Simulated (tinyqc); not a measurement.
## Trap density from two Hall measurements

Inverse problem. p-type body, charge-sheet picture, full ionisation (an idealisation for deep acceptors), Boltzmann statistics for free electrons. e = Ec - EF at the surface. psi = Eg - Vt ln(Nv/Na) - e; N_dep = sqrt(2 eps0 eps_r Na (psi - Vt)/q); n_f = sqrt(N_dep^2 + 2 eps0 eps_r Vt Nc exp(-e/Vt)/q) - N_dep; Vg = Vfb + psi + q (N_dep + n_t + n_f)/Cox, Cox = eps0 eox/tox. Find e and n_t at both points and the mean trap density between them.

Inputs (values chosen for the exercise); band and dielectric values close to those of 4H silicon carbide:
- T = 475 K (temperature)
- Eg = 3.31 eV (band gap)
- eps_r = 9.88 (relative permittivity)
- Nc = 3.33e19 cm^-3 (conduction-band density of states at T)
- Nv = 5e19 cm^-3 (valence-band density of states at T)
- eox = 3.9 (relative permittivity of the insulator)
- tox = 54 nm (insulator thickness)
- Na = 6.2e15 cm^-3 (acceptor density)
- Vfb = -2.22 V (flat-band voltage without trapped charge)

Constants: q = 1.602176634e-19 C, kB = 1.380649e-23 J/K, Vt = kB T/q, eps0 = 8.8541878128e-14 F/cm where lengths are in cm. Results are converted to the units shown.

Vg (V): [1.4103525, 1.5510062]
free sheet density from the Hall effect (cm^-2): [1.8404753e9, 1.0943063e10]

Answer. Each n_f fixes e; what the gate voltage holds beyond psi, N_dep and n_f is trapped; the difference quotient is the density, smeared over a few Vt.

e (eV): [0.3760, 0.3020]
n_t (cm^-2): [9.593e9, 2.108e10]
mean trap density = 1.552e11 cm^-2 eV^-1

Computed by the program tinyqc: `OMP_NUM_THREADS=1 python tinyqc.py 2222106 2222107 out.jsonl`, one thread of a shared Intel Xeon 2.30GHz, about 0.02 s for the whole run.
